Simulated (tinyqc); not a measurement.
Configuration-coordinate model of a defect: Huang-Rhys factor and luminescence line shape: one step, computed by the program tinyqc. Command: `OMP_NUM_THREADS=1 python tinyqc.py 3006108 3006109 out.jsonl ccline walk`. One thread of a shared host (Intel(R) Xeon(R) Processor @ 2.30GHz), about 0.01 s of CPU time with the checks.

Ground state E_g(Q) = (1/2) omega_g^2 Q^2; excited state E_e(Q) = E_0 + (1/2) omega_e^2 (Q - dQ)^2 with omega_e = omega_g and E_0 = E_ZPL. Q is mass-weighted; the dipole does not depend on Q (Condon approximation).

Task: Crossing, radiative lifetime and thermal quenching. The curves cross at the root Q_c nearest dQ; the barrier is (1/2) omega_e^2 (Q_c - dQ)^2, with (1/2) omega^2 = (hbar omega)^2/(2 hbar^2/u). k_r = n_r omega^3 mu^2/(3 pi eps_0 hbar c^3) at the vertical emission energy, without local-field correction; k_nr = nu_0 exp(-barrier/k_B T) (Mott-Seitz); yield = k_r/(k_r + k_nr); T_1/2 = barrier/(k_B ln(nu_0/k_r)).

Inputs (values chosen for the exercise, for a model defect in a wide-gap host):
```
quantity                          value              unit
zero-phonon energy E_ZPL           2.48                eV
displacement dQ                   0.466  u^(1/2) angstrom
ground-state phonon hbar omega_g   50.9               meV
temperature T                        77                 K
refractive index n_r               1.97                 -
transition dipole mu               0.83        e angstrom
quenching prefactor nu_0          8e+11               1/s
```

Modes: equal frequencies in both states.

vertical emission energy = 2.412705 eV

Constants: hbar^2/u = 4.18015928e-03 eV angstrom^2; hbar = 6.582119569e-16 eV s; e = 1.602176634e-19 C; eps_0 = 8.8541878128e-12 F/m; hbar = 1.054571817e-34 J s; c = 299792458 m/s; k_B = 8.617333262e-05 eV/K.

Give: Q_c; classical barrier; radiative lifetime; luminescence yield; quenching temperature T_1/2.

Result:

Q_c = 8.8196 u^(1/2) angstrom

classical barrier = 21.625 eV

radiative lifetime = 13.820 ns

luminescence yield = 1

quenching temperature T_1/2 = 26953 K

The barrier is so high that this route does not halve the yield below 1000 K. Caution: the curves cross far outside the range of the harmonic model, so the barrier and T_1/2 have no quantitative meaning.
